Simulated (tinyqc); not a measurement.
Worked calculation: tight binding, honeycomb lattice. One step of it, computed by the program tinyqc.

Task: Levels at k. Diagonalise the Hermitian matrix.

H(k) at k (eV):
```
                    A                   B
A            0.153885  0.243821+0.388647i
B  0.243821-0.388647i           -0.153744
```

Give: eigenvalues; weights |c|^2 of the basis functions.

Result:

eigenvalues (eV): -0.484  0.484

weights |c|^2 of the basis functions:
```
   band 1  band 2
A   0.341   0.659
B   0.659   0.341
```
